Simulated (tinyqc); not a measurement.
Worked calculation (part 2 of 3): ROHF in the 6-311g basis, for H2, spin multiplicity 3. Computed by tinyqc, a small Python program that keeps every step (integrals from PySCF). Command: `OMP_NUM_THREADS=1 python tinyqc.py 30907 30908 out.jsonl` (the two numbers bound the seeds that draw the settings). One thread of a shared host (Intel(R) Xeon(R) Processor @ 2.60GHz), about 0.05 s of CPU time with the checks.

Geometry (angstrom):
```
atom         x         y         z
H     0.000000  0.000000  0.000000
H     0.000000  0.000000  1.159000
```

## Iteration 2: diagonalisation and new density

effective F (hartree):
```
           1H 1s      1H 2s      1H 3s      2H 1s      2H 2s      2H 3s
1H 1s   0.463216  -0.418792  -0.417810  -0.172422  -0.269701  -0.287464
1H 2s  -0.418792  -0.328448  -0.361110  -0.269701  -0.313517  -0.305954
1H 3s  -0.417810  -0.361110  -0.269907  -0.287464  -0.305954  -0.259915
2H 1s  -0.172422  -0.269701  -0.287464   0.463216  -0.418792  -0.417810
2H 2s  -0.269701  -0.313517  -0.305954  -0.418792  -0.328448  -0.361110
2H 3s  -0.287464  -0.305954  -0.259915  -0.417810  -0.361110  -0.269907
```

X:
```
               1          2          3          4          5         6
1H 1s   0.697317  -0.906032  -0.708699   0.655418   0.484957  0.156022
1H 2s  -1.850760   1.496789   0.689803   0.102449   0.343921  0.240831
1H 3s   2.227805  -0.871992   0.794884  -0.505147   0.133920  0.251278
2H 1s  -0.697317  -0.906032   0.708699   0.655418  -0.484957  0.156022
2H 2s   1.850760   1.496789  -0.689803   0.102449  -0.343921  0.240831
2H 3s  -2.227805  -0.871992  -0.794884  -0.505147  -0.133920  0.251278
```

Diagonalise F' = X^T F X, C = X C', fill 2 alpha and 0 beta electrons from the bottom; D(s) = C_occ C_occ^T. Each column has its largest component positive (the first on a tie).

F' = X^T F X (hartree):
```
           1          2          3          4          5          6
1   1.286033   0.000000  -0.900190   0.000000   0.275900   0.000000
2   0.000000   1.783745   0.000000  -0.943550   0.000000  -0.042535
3  -0.900190   0.000000   1.075952   0.000000  -0.589304   0.000000
4   0.000000  -0.943550   0.000000   0.853147   0.000000  -0.070239
5   0.275900   0.000000  -0.589304   0.000000   0.151603   0.000000
6   0.000000  -0.042535   0.000000  -0.070239   0.000000  -0.502769
```

orbital energies (hartree): MO1 -0.511437, MO2 -0.159378, MO3 0.275073, MO4 0.413378, MO5 2.259589, MO6 2.370487

coefficients C:
```
            MO1        MO2        MO3        MO4        MO5        MO6
1H 1s  0.163735   0.152741  -0.061268  -0.118228  -1.089211  -1.115458
1H 2s  0.331201   0.344661  -0.847340  -1.089704   1.647172   1.217043
1H 3s  0.156678   0.888497   0.910932   1.927196  -1.053272  -0.473646
2H 1s  0.163735  -0.152741  -0.061268   0.118228   1.089211  -1.115458
2H 2s  0.331201  -0.344661  -0.847340   1.089704  -1.647172   1.217043
2H 3s  0.156678  -0.888497   0.910932  -1.927196   1.053272  -0.473646
```

D(alpha) after iteration 2:
```
           1H 1s      1H 2s      1H 3s      2H 1s      2H 2s      2H 3s
1H 1s   0.050139   0.106873   0.161364   0.003479   0.001585  -0.110056
1H 2s   0.106873   0.228485   0.358122   0.001585  -0.009097  -0.254339
1H 3s   0.161364   0.358122   0.813974  -0.110056  -0.254339  -0.764879
2H 1s   0.003479   0.001585  -0.110056   0.050139   0.106873   0.161364
2H 2s   0.001585  -0.009097  -0.254339   0.106873   0.228485   0.358122
2H 3s  -0.110056  -0.254339  -0.764879   0.161364   0.358122   0.813974
```

D(beta) after iteration 2:
```
          1H 1s     1H 2s     1H 3s     2H 1s     2H 2s     2H 3s
1H 1s  0.000000  0.000000  0.000000  0.000000  0.000000  0.000000
1H 2s  0.000000  0.000000  0.000000  0.000000  0.000000  0.000000
1H 3s  0.000000  0.000000  0.000000  0.000000  0.000000  0.000000
2H 1s  0.000000  0.000000  0.000000  0.000000  0.000000  0.000000
2H 2s  0.000000  0.000000  0.000000  0.000000  0.000000  0.000000
2H 3s  0.000000  0.000000  0.000000  0.000000  0.000000  0.000000
```

## Iteration 3: building the Fock matrix

core Hamiltonian H = T + V (hartree):
```
           1H 1s      1H 2s      1H 3s      2H 1s      2H 2s      2H 3s
1H 1s  -0.263328  -0.834078  -0.579177  -0.168410  -0.363606  -0.392283
1H 2s  -0.834078  -0.873061  -0.742815  -0.363606  -0.552207  -0.575715
1H 3s  -0.579177  -0.742815  -0.740774  -0.392283  -0.575715  -0.637805
2H 1s  -0.168410  -0.363606  -0.392283  -0.263328  -0.834078  -0.579177
2H 2s  -0.363606  -0.552207  -0.575715  -0.834078  -0.873061  -0.742815
2H 3s  -0.392283  -0.575715  -0.637805  -0.579177  -0.742815  -0.740774
```

nuclear repulsion = 0.45658085 hartree

Given earlier and not repeated: Two-electron integrals (ij|kl) in chemists' order.

J_ij = sum D_kl (ij|kl) with D = D(alpha) + D(beta), K_ij = sum D_kl (ik|jl) for each spin; F = H + J - K(s); E = tr D H + tr D J / 2 - 0.5 sum_s tr D(s) K(s) + E_nn.

Coulomb J (hartree):
```
          1H 1s     1H 2s     1H 3s     2H 1s     2H 2s     2H 3s
1H 1s  1.196038  0.796657  0.412827  0.056618  0.235263  0.265087
1H 2s  0.796657  0.987203  0.717246  0.235263  0.472466  0.509818
1H 3s  0.412827  0.717246  0.755899  0.265087  0.509818  0.613391
2H 1s  0.056618  0.235263  0.265087  1.196038  0.796657  0.412827
2H 2s  0.235263  0.472466  0.509818  0.796657  0.987203  0.717246
2H 3s  0.265087  0.509818  0.613391  0.412827  0.717246  0.755899
```

exchange K(alpha) (hartree):
```
          1H 1s     1H 2s     1H 3s     2H 1s     2H 2s     2H 3s
1H 1s  0.570568  0.552956  0.385213  0.086744  0.200807  0.239121
1H 2s  0.552956  0.627867  0.481961  0.200807  0.326361  0.342900
1H 3s  0.385213  0.481961  0.404843  0.239121  0.342900  0.333988
2H 1s  0.086744  0.200807  0.239121  0.570568  0.552956  0.385213
2H 2s  0.200807  0.326361  0.342900  0.552956  0.627867  0.481961
2H 3s  0.239121  0.342900  0.333988  0.385213  0.481961  0.404843
```

exchange K(beta) (hartree):
```
          1H 1s     1H 2s     1H 3s     2H 1s     2H 2s     2H 3s
1H 1s  0.000000  0.000000  0.000000  0.000000  0.000000  0.000000
1H 2s  0.000000  0.000000  0.000000  0.000000  0.000000  0.000000
1H 3s  0.000000  0.000000  0.000000  0.000000  0.000000  0.000000
2H 1s  0.000000  0.000000  0.000000  0.000000  0.000000  0.000000
2H 2s  0.000000  0.000000  0.000000  0.000000  0.000000  0.000000
2H 3s  0.000000  0.000000  0.000000  0.000000  0.000000  0.000000
```

F(alpha) (hartree):
```
           1H 1s      1H 2s      1H 3s      2H 1s      2H 2s      2H 3s
1H 1s   0.362142  -0.590377  -0.551563  -0.198537  -0.329150  -0.366318
1H 2s  -0.590377  -0.513725  -0.507530  -0.329150  -0.406102  -0.408797
1H 3s  -0.551563  -0.507530  -0.389717  -0.366318  -0.408797  -0.358402
2H 1s  -0.198537  -0.329150  -0.366318   0.362142  -0.590377  -0.551563
2H 2s  -0.329150  -0.406102  -0.408797  -0.590377  -0.513725  -0.507530
2H 3s  -0.366318  -0.408797  -0.358402  -0.551563  -0.507530  -0.389717
```

F(beta) (hartree):
```
           1H 1s      1H 2s      1H 3s      2H 1s      2H 2s      2H 3s
1H 1s   0.932710  -0.037421  -0.166350  -0.111792  -0.128343  -0.127197
1H 2s  -0.037421   0.114142  -0.025569  -0.128343  -0.079741  -0.065897
1H 3s  -0.166350  -0.025569   0.015125  -0.127197  -0.065897  -0.024414
2H 1s  -0.111792  -0.128343  -0.127197   0.932710  -0.037421  -0.166350
2H 2s  -0.128343  -0.079741  -0.065897  -0.037421   0.114142  -0.025569
2H 3s  -0.127197  -0.065897  -0.024414  -0.166350  -0.025569   0.015125
```

total energy of this density = -0.90546192 hartree

## Iteration 3: Roothaan effective Fock matrix

overlap S:
```
          1H 1s     1H 2s     1H 3s     2H 1s     2H 2s     2H 3s
1H 1s  1.000000  0.706377  0.373664  0.047524  0.204304  0.237060
1H 2s  0.706377  1.000000  0.788963  0.204304  0.457711  0.542410
1H 3s  0.373664  0.788963  1.000000  0.237060  0.542410  0.781593
2H 1s  0.047524  0.204304  0.237060  1.000000  0.706377  0.373664
2H 2s  0.204304  0.457711  0.542410  0.706377  1.000000  0.788963
2H 3s  0.237060  0.542410  0.781593  0.373664  0.788963  1.000000
```

With projectors Pc = D(beta) S, Po = (D(alpha) - D(beta)) S, Pv = 1 - D(alpha) S, the block xy is Px^T F Py; with Fc = (F(alpha) + F(beta))/2, the blocks are Fc for cc, oo, vv and cv, F(beta) for co and F(alpha) for ov.

effective F (hartree):
```
           1H 1s      1H 2s      1H 3s      2H 1s      2H 2s      2H 3s
1H 1s   0.568002  -0.369768  -0.376354  -0.153661  -0.228996  -0.247879
1H 2s  -0.369768  -0.209964  -0.235309  -0.228996  -0.228465  -0.210864
1H 3s  -0.376354  -0.235309  -0.125304  -0.247879  -0.210864  -0.144837
2H 1s  -0.153661  -0.228996  -0.247879   0.568002  -0.369768  -0.376354
2H 2s  -0.228996  -0.228465  -0.210864  -0.369768  -0.209964  -0.235309
2H 3s  -0.247879  -0.210864  -0.144837  -0.376354  -0.235309  -0.125304
```

## Iteration 3: diagonalisation and new density

As before.

F' = X^T F X (hartree):
```
           1          2          3          4          5          6
1   1.353983   0.000000  -0.935991   0.000000   0.334425   0.000000
2   0.000000   1.909633   0.000000  -1.031642   0.000000  -0.027341
3  -0.935991   0.000000   1.278363   0.000000  -0.601224   0.000000
4   0.000000  -1.031642   0.000000   0.967141   0.000000  -0.098110
5   0.334425   0.000000  -0.601224   0.000000   0.212729   0.000000
6   0.000000  -0.027341   0.000000  -0.098110   0.000000  -0.360687
```

orbital energies (hartree): MO1 -0.374938, MO2 -0.065511, MO3 0.318153, MO4 0.462451, MO5 2.448134, MO6 2.572872

coefficients C:
```
            MO1        MO2        MO3        MO4        MO5        MO6
1H 1s  0.174434   0.167755  -0.036724  -0.070909  -1.091109  -1.114914
1H 2s  0.353237   0.442578  -0.854424  -1.098834   1.617440   1.205842
1H 3s  0.126230   0.700972   0.923817   2.034353  -0.991431  -0.457508
2H 1s  0.174434  -0.167755  -0.036724   0.070909   1.091109  -1.114914
2H 2s  0.353237  -0.442578  -0.854424   1.098834  -1.617440   1.205842
2H 3s  0.126230  -0.700972   0.923817  -2.034353   0.991431  -0.457508
```

D(alpha) after iteration 3:
```
           1H 1s      1H 2s      1H 3s      2H 1s      2H 2s      2H 3s
1H 1s   0.058569   0.135861   0.139610   0.002286  -0.012628  -0.095573
1H 2s   0.135861   0.320652   0.354824  -0.012628  -0.071098  -0.265646
1H 3s   0.139610   0.354824   0.507296  -0.095573  -0.265646  -0.475428
2H 1s   0.002286  -0.012628  -0.095573   0.058569   0.135861   0.139610
2H 2s  -0.012628  -0.071098  -0.265646   0.135861   0.320652   0.354824
2H 3s  -0.095573  -0.265646  -0.475428   0.139610   0.354824   0.507296
```

D(beta) after iteration 3:
```
          1H 1s     1H 2s     1H 3s     2H 1s     2H 2s     2H 3s
1H 1s  0.000000  0.000000  0.000000  0.000000  0.000000  0.000000
1H 2s  0.000000  0.000000  0.000000  0.000000  0.000000  0.000000
1H 3s  0.000000  0.000000  0.000000  0.000000  0.000000  0.000000
2H 1s  0.000000  0.000000  0.000000  0.000000  0.000000  0.000000
2H 2s  0.000000  0.000000  0.000000  0.000000  0.000000  0.000000
2H 3s  0.000000  0.000000  0.000000  0.000000  0.000000  0.000000
```

## Iteration 4: building the Fock matrix

As before.

Coulomb J (hartree):
```
          1H 1s     1H 2s     1H 3s     2H 1s     2H 2s     2H 3s
1H 1s  1.252658  0.830921  0.430002  0.059093  0.245442  0.276246
1H 2s  0.830921  1.021289  0.738911  0.245442  0.489887  0.526227
1H 3s  0.430002  0.738911  0.772729  0.276246  0.526227  0.628291
2H 1s  0.059093  0.245442  0.276246  1.252658  0.830921  0.430002
2H 2s  0.245442  0.489887  0.526227  0.830921  1.021289  0.738911
2H 3s  0.276246  0.526227  0.628291  0.430002  0.738911  0.772729
```

exchange K(alpha) (hartree):
```
          1H 1s     1H 2s     1H 3s     2H 1s     2H 2s     2H 3s
1H 1s  0.630873  0.594179  0.401940  0.080532  0.203149  0.246547
1H 2s  0.594179  0.653994  0.487564  0.203149  0.331305  0.346592
1H 3s  0.401940  0.487564  0.397880  0.246547  0.346592  0.330767
2H 1s  0.080532  0.203149  0.246547  0.630873  0.594179  0.401940
2H 2s  0.203149  0.331305  0.346592  0.594179  0.653994  0.487564
2H 3s  0.246547  0.346592  0.330767  0.401940  0.487564  0.397880
```

exchange K(beta) (hartree):
```
          1H 1s     1H 2s     1H 3s     2H 1s     2H 2s     2H 3s
1H 1s  0.000000  0.000000  0.000000  0.000000  0.000000  0.000000
1H 2s  0.000000  0.000000  0.000000  0.000000  0.000000  0.000000
1H 3s  0.000000  0.000000  0.000000  0.000000  0.000000  0.000000
2H 1s  0.000000  0.000000  0.000000  0.000000  0.000000  0.000000
2H 2s  0.000000  0.000000  0.000000  0.000000  0.000000  0.000000
2H 3s  0.000000  0.000000  0.000000  0.000000  0.000000  0.000000
```

F(alpha) (hartree):
```
           1H 1s      1H 2s      1H 3s      2H 1s      2H 2s      2H 3s
1H 1s   0.358456  -0.597336  -0.551115  -0.189849  -0.321313  -0.362584
1H 2s  -0.597336  -0.505765  -0.491468  -0.321313  -0.393625  -0.396080
1H 3s  -0.551115  -0.491468  -0.365924  -0.362584  -0.396080  -0.340281
2H 1s  -0.189849  -0.321313  -0.362584   0.358456  -0.597336  -0.551115
2H 2s  -0.321313  -0.393625  -0.396080  -0.597336  -0.505765  -0.491468
2H 3s  -0.362584  -0.396080  -0.340281  -0.551115  -0.491468  -0.365924
```

F(beta) (hartree):
```
           1H 1s      1H 2s      1H 3s      2H 1s      2H 2s      2H 3s
1H 1s   0.989330  -0.003157  -0.149175  -0.109317  -0.118164  -0.116038
1H 2s  -0.003157   0.148228  -0.003904  -0.118164  -0.062320  -0.049489
1H 3s  -0.149175  -0.003904   0.031955  -0.116038  -0.049489  -0.009514
2H 1s  -0.109317  -0.118164  -0.116038   0.989330  -0.003157  -0.149175
2H 2s  -0.118164  -0.062320  -0.049489  -0.003157   0.148228  -0.003904
2H 3s  -0.116038  -0.049489  -0.009514  -0.149175  -0.003904   0.031955
```

total energy of this density = -0.91251555 hartree

## Iteration 4: Roothaan effective Fock matrix

As before.

effective F (hartree):
```
           1H 1s      1H 2s      1H 3s      2H 1s      2H 2s      2H 3s
1H 1s   0.587327  -0.354719  -0.363367  -0.146681  -0.220403  -0.241128
1H 2s  -0.354719  -0.178480  -0.207300  -0.220403  -0.212563  -0.193974
1H 3s  -0.363367  -0.207300  -0.099077  -0.241128  -0.193974  -0.125246
2H 1s  -0.146681  -0.220403  -0.241128   0.587327  -0.354719  -0.363367
2H 2s  -0.220403  -0.212563  -0.193974  -0.354719  -0.178480  -0.207300
2H 3s  -0.241128  -0.193974  -0.125246  -0.363367  -0.207300  -0.099077
```

## Iteration 4: DIIS over 2 matrices

error matrix X^T (FDS - SDF) X:
```
          1          2          3         4          5          6
1  0.000000   0.000000  -0.001591  0.000000  -0.000530   0.000000
2  0.000000   0.000000   0.000000  0.000940   0.000000   0.005568
3  0.001591   0.000000   0.000000  0.000000   0.011957   0.000000
4  0.000000  -0.000940   0.000000  0.000000   0.000000  -0.003452
5  0.000530   0.000000  -0.011957  0.000000   0.000000   0.000000
6  0.000000  -0.005568   0.000000  0.003452   0.000000   0.000000
```

B (overlaps of the stored error matrices):
```
               1              2
1  8.2827221e-03  1.3779116e-03
2  1.3779116e-03  3.7916227e-04
```

Minimise |sum c_i e_i|^2 with sum c_i = 1: solve [B -1; -1 0][c; lambda] = [0; -1] with B_ij = tr e_i^T e_j, and take F = sum c_i F_i.

DIIS coefficients: -0.169106  1.169106

extrapolated F (hartree):
```
           1H 1s      1H 2s      1H 3s      2H 1s      2H 2s      2H 3s
1H 1s   0.590595  -0.352174  -0.361171  -0.145500  -0.218950  -0.239986
1H 2s  -0.352174  -0.173155  -0.202564  -0.218950  -0.209874  -0.191118
1H 3s  -0.361171  -0.202564  -0.094642  -0.239986  -0.191118  -0.121933
2H 1s  -0.145500  -0.218950  -0.239986   0.590595  -0.352174  -0.361171
2H 2s  -0.218950  -0.209874  -0.191118  -0.352174  -0.173155  -0.202564
2H 3s  -0.239986  -0.191118  -0.121933  -0.361171  -0.202564  -0.094642
```

## Iteration 4: diagonalisation and new density

As before.

F' = X^T F X (hartree):
```
           1          2          3          4          5          6
1   1.361773   0.000000  -0.955470   0.000000   0.346285   0.000000
2   0.000000   1.938759   0.000000  -1.048897   0.000000  -0.018071
3  -0.955470   0.000000   1.317324   0.000000  -0.585733   0.000000
4   0.000000  -1.048897   0.000000   0.988061   0.000000  -0.099181
5   0.346285   0.000000  -0.585733   0.000000   0.233429   0.000000
6   0.000000  -0.018071   0.000000  -0.099181   0.000000  -0.325520
```

orbital energies (hartree): MO1 -0.339348, MO2 -0.028334, MO3 0.325150, MO4 0.452845, MO5 2.488017, MO6 2.615498

coefficients C:
```
            MO1        MO2        MO3        MO4        MO5        MO6
1H 1s  0.177345   0.173835  -0.034564  -0.065135  -1.090517  -1.114524
1H 2s  0.349886   0.454514  -0.856883  -1.095119   1.616649   1.205074
1H 3s  0.127636   0.669691   0.924689   2.048862  -0.983144  -0.455351
2H 1s  0.177345  -0.173835  -0.034564   0.065135   1.090517  -1.114524
2H 2s  0.349886  -0.454514  -0.856883   1.095119  -1.616649   1.205074
2H 3s  0.127636  -0.669691   0.924689  -2.048862   0.983144  -0.455351
```

D(alpha) after iteration 4:
```
           1H 1s      1H 2s      1H 3s      2H 1s      2H 2s      2H 3s
1H 1s   0.061670   0.141061   0.139051   0.001233  -0.016960  -0.093780
1H 2s   0.141061   0.329003   0.349042  -0.016960  -0.084163  -0.259726
1H 3s   0.139051   0.349042   0.464776  -0.093780  -0.259726  -0.432195
2H 1s   0.001233  -0.016960  -0.093780   0.061670   0.141061   0.139051
2H 2s  -0.016960  -0.084163  -0.259726   0.141061   0.329003   0.349042
2H 3s  -0.093780  -0.259726  -0.432195   0.139051   0.349042   0.464776
```

D(beta) after iteration 4:
```
          1H 1s     1H 2s     1H 3s     2H 1s     2H 2s     2H 3s
1H 1s  0.000000  0.000000  0.000000  0.000000  0.000000  0.000000
1H 2s  0.000000  0.000000  0.000000  0.000000  0.000000  0.000000
1H 3s  0.000000  0.000000  0.000000  0.000000  0.000000  0.000000
2H 1s  0.000000  0.000000  0.000000  0.000000  0.000000  0.000000
2H 2s  0.000000  0.000000  0.000000  0.000000  0.000000  0.000000
2H 3s  0.000000  0.000000  0.000000  0.000000  0.000000  0.000000
```
